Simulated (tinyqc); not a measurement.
KAI against NLS in time: switching kinetics of a ferroelectric film and the memory window of a ferroelectric gate stack. Computed by tinyqc, a small Python program. Command: `OMP_NUM_THREADS=1 python tinyqc.py 3007772 3007773 out.jsonl feswitch walk`. One thread of a shared host (Intel(R) Xeon(R) Processor @ 2.30GHz), about 0.01 s of CPU time with the checks.

Fields in MV/cm; 1 microcoulomb/cm^2 over eps_0 is 11.29409 MV/cm. In the stack (metal, ferroelectric, interlayer, channel) the channel is taken as a conductor.

Inputs (values chosen for the exercise, for a model hafnia-based film): dimension n = 2; half width w of log10 t = 0.91.

Method. KAI: 1 - exp[-(t/t1)^n]. NLS: the same kernel averaged over the Lorentzian F = (1/pi) w/[(z - log10 t1)^2 + w^2] in z = log10 tau.

Switched share:
```
log10(t/t1)     KAI      NLS
-3.0         0.0000  0.09849
-2.0         0.0001  0.14653
-1.0         0.0100  0.26411
-0.5         0.0952  0.38182
-0.2         0.3284  0.47376
0.0          0.6321  0.53866
0.2          0.9189  0.60135
0.5          1.0000  0.68316
1.0          1.0000  0.77832
2.0          1.0000  0.86968
3.0          1.0000  0.90923
```

What follows from these numbers?

KAI goes from 10 to 90 % within 0.67 decades of time; a Lorentzian of this width needs about 2 w tan(0.4 pi) = 5.6 decades. Three decades after t1, 9.1 % of the NLS film has not switched, and three decades before it 9.8 % already has: the tails set write margins and disturb errors.
